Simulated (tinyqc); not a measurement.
Sublattice potential against complex hopping: Haldane model. Computed by the program tinyqc. H_AA = delta - 2 t2 sum cos(k.b + phi), H_BB = -delta - 2 t2 sum cos(k.b - phi), H_AB = -t1 (1 + exp(-i k.a1) + exp(-i k.a2)), b = a1, a2 - a1, -a2, m = 3 sqrt3 t2 sin(phi); the sign of the Chern number follows the orientation k1 then k2.

Honeycomb lattice:
```
parameter      value
t1 (eV)     1.830000
t2 (eV)     0.220000
phi (rad)  -1.840000
```

Gaps at the two valleys (eV) and Chern number of the lower band (12 x 12 mesh):
```
delta    gap 2|delta - m|  gap 2|delta + m|  Chern number
-1.9840            1.7640            6.1720             0
-1.4330            0.6620            5.0700             0
-0.6610            0.8820            3.5260             1
0.0000             2.2040            2.2040             1
0.4410             3.0860            1.3220             1
0.8260             3.8560            0.5520             1
1.3770             4.9580            0.5500             0
2.2040             6.6120            2.2040             0
```

What does the comparison show, and why?

Here |m| = 1.1020 eV. For |delta| < |m| the two valleys have masses of opposite sign and the Chern number is +/-1; one gap closes at |delta| = |m|, and beyond it the band is trivial.
